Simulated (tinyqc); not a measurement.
## Gain of the pnp from the holding current

Problem. On state with both base-emitter voltages at Von: npn base current Ib = (Von/Rs + bp Von/Rw)/(bn bp - 1), holding current Ih = (bn + 1) Ib + Von/Rs. Find bp.

Parameters, values chosen for the exercise:
```
symbol  value  unit                                meaning
bn         23                      current gain of the npn
Rs        180   ohm  substrate resistance shunting the npn
Rw        860   ohm       well resistance shunting the pnp
Von      0.73     V   base-emitter voltage in the on state
```

Ih = 5.8785037 mA

Solution. Ih gives Ib, and Ib (bn bp - 1) = Von/Rs + bp Von/Rw is linear in bp.

bp = 4.600

tinyqc, about 0.04 s, one thread, Intel Xeon 2.30GHz (shared host): `OMP_NUM_THREADS=1 python tinyqc.py 2670031 2670032 out.jsonl`
